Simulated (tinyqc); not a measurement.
Rapid thermal processing of a wafer: radiative balance, ramp and cooling, pattern effects, pyrometer error and spike budget: one step, computed by the program tinyqc.

The wafer is opaque and uniform through its thickness unless said otherwise; temperatures in formulas are in kelvin (C + 273.15). sigma = 5.670374419e-12 W/(cm^2 K^4).

Problem. Pattern effect. At steady state a sinusoidal change of absorbed power of relative amplitude a and period p gives the temperature amplitude a q/(dq/dT + k d (2 pi/p)^2); healing length l = sqrt(k d/(dq/dT)); process change = E_a dT/(k_B T^2). Emissivity is taken as unchanged.

Inputs (values chosen for the exercise, modelled on a hot silicon wafer):
```
quantity,value,unit
wafer thickness d,725,micrometre
thermal conductivity k,0.23,W/(cm K)
wall temperature T_w,500,K
process temperature,969,C
relative change of absorptivity over a pattern,14,%
period of the pattern,1.2,mm
activation energy of the process E_a,2.7,eV
```

dq/dT = 43.57839 mW/(cm^2 K)

holding power q = 13.70516 W/cm^2

Constants: k_B = 8.617333262e-05 eV/K.

Give: healing length l; amplitude without lateral conduction; amplitude; change of the process rate.

Solution.

healing length l = 6.1858 mm

amplitude without lateral conduction = 44.029 K

amplitude = 0.041931 K

change of the process rate = 0.085149 %

Lateral conduction cuts the amplitude to 0.095 %, since p/(2 pi l) = 0.031.
